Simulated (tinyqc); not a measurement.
Time-dependent dielectric breakdown: cell percolation, Weibull statistics, area scaling and voltage extrapolation: one step, computed by the program tinyqc.

The oxide is divided into columns of area a^2, each holding m = t_ox/a cells (m is taken as continuous). A share lambda(t) = (t/t_1)^alpha of the cells is defective, and a column whose cells are all defective breaks down.

Question. Projection to use conditions. All three voltage laws share the slope n at the stress voltage. Factor t(V_u)/t(V): E law exp(n (1 - V_u/V)); 1/E law exp(n (V/V_u - 1)); power law (V/V_u)^n. Temperatures in kelvin are T(C) + 273.15. Temperature factor exp[(E_a/k_B)(1/T_u - 1/T)]; area factor (A/A_u)^(1/beta); percentile factor (-ln(1 - F))^(1/beta); life = t63 x all four; 1 year = 3.15576e7 s.

Inputs (values chosen for the exercise, for a model gate oxide):

| quantity | value | unit |
|---|---|---|
| test area A | 10000 | um^2 |
| product area A_u | 5e+06 | um^2 |
| stress voltage V | 7.32 | V |
| use voltage V_u | 3.4 | V |
| local exponent n = -d ln t/d ln V at the stress voltage | 32 | - |
| activation energy E_a | 0.8 | eV |
| stress temperature T | 105 | C |
| use temperature T_u | 100 | C |
| allowed failure fraction F | 1e-06 | - |

Voltage law used: power.

Weibull slope beta = 1.696

characteristic life t63 = 62.22568 s

Constants: k_B = 8.617333262e-05 eV/K.

Give: voltage factor; temperature factor; area factor; percentile factor; projected life.

Answer.

voltage factor = 4.540e+10

temperature factor = 1.390

area factor = 0.02562

percentile factor = 2.899e-04

projected life = 0.9240 years

Area and percentile together cost 5.1 decades, voltage and temperature return 10.8; a ten-year target is missed. Caution: t_1 is an input here; in a real oxide it changes with thickness at fixed voltage. Caution: a voltage factor of more than nine decades rests wholly on the chosen law and cannot be tested.
